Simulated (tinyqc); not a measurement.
What each form factor does: empirical-pseudopotential levels.

Empirical pseudopotential on the fcc lattice, atoms at +/- tau, tau = a (1,1,1)/8, no spin-orbit coupling. H(G,G') = c (2 pi/a)^2 |k + G|^2 delta + VS(q) cos(q.tau) + i VA(q) sin(q.tau), q = G - G', c = hbar^2/2m0; k and G in units of 2 pi/a; VS at |q|^2 = 3, 8, 11 and VA at 3, 4, 11, in rydberg, zero elsewhere. The basis is fixed: all 89 G with |G|^2 up to Gcut. Energies are counted from the fourth level at Gamma.

Constants: hbar^2/2m0 = 3.80998211 eV angstrom^2; Ry = 13.60569312 eV.

Inputs chosen for the exercise (near those of Si; shifted at random, so the results belong to these values and not to a real crystal):
```
symbol  value   unit        meaning
a       5.438   angstrom    lattice constant
VS3     -0.207  Ry
VS8     0.041   Ry
VS11    0.081   Ry
VA3     0       Ry
VA4     0       Ry
VA11    0       Ry
Gcut    19      (2 pi/a)^2  largest |G|^2 of the fixed basis
```

Lowest empty singlet and triplet at Gamma and the valence width there (fixed basis); lowest empty level at X = (1,0,0) and L = (1/2,1/2,1/2) from the valence top, these levels and that top with all |k + G|^2 up to 21. Singlet and triplet count orbital degeneracy. VS3 is VS at |q|^2 = 3, and so on. The row for a keeps the form factors fixed, so it is no model of a real expansion, which changes them too.

One parameter was then changed.

Results before and after:
```
case     singlet (eV)  triplet (eV)  X (eV)  L (eV)  width (eV)
base            4.036         3.370   0.912   1.912      12.645
changed         4.070         3.390   0.651   1.905      12.648
```

Which of these changes was made? (a) VA4 = 0.03 Ry; (b) VS11 = 0.091 Ry; (c) a = 5.492 angstrom; (d) VS8 = 0.051 Ry; (e) VA11 = 0.03 Ry; (f) VA3 = 0.03 Ry; (g) VS3 = -0.197 Ry.

Answer: (f) VA3 = 0.03 Ry. Of the candidates, run in turn, only this one gives the changed row.

All candidates:
```
case                singlet (eV)  triplet (eV)  X (eV)  L (eV)  width (eV)
base                       4.036         3.370   0.912   1.912      12.645
a = 5.492 angstrom         4.051         3.395   1.041   1.983      12.341
VS3 = -0.197 Ry            4.093         3.225   0.667   1.818      12.703
VS8 = 0.051 Ry             4.514         3.315   0.993   2.137      12.572
VS11 = 0.091 Ry            4.534         3.605   1.173   2.228      12.474
VA3 = 0.03 Ry              4.070         3.390   0.651   1.905      12.648
VA4 = 0.03 Ry              3.889         3.451   0.460   1.954      12.636
VA11 = 0.03 Ry             3.891         3.331   0.632   1.854      12.659
```

In a diamond crystal a small VA enters the levels at Gamma and L only in second order, by symmetry, but splits the degenerate pair at X in first order.

Computed by tinyqc, a small Python program: `OMP_NUM_THREADS=1 python tinyqc.py 1050203 1050204 out.jsonl` (the numbers bound the seed that draws the inputs); one thread of a shared host (Intel(R) Xeon(R) Processor @ 2.30GHz), about 0.5 s for the whole set of steps.
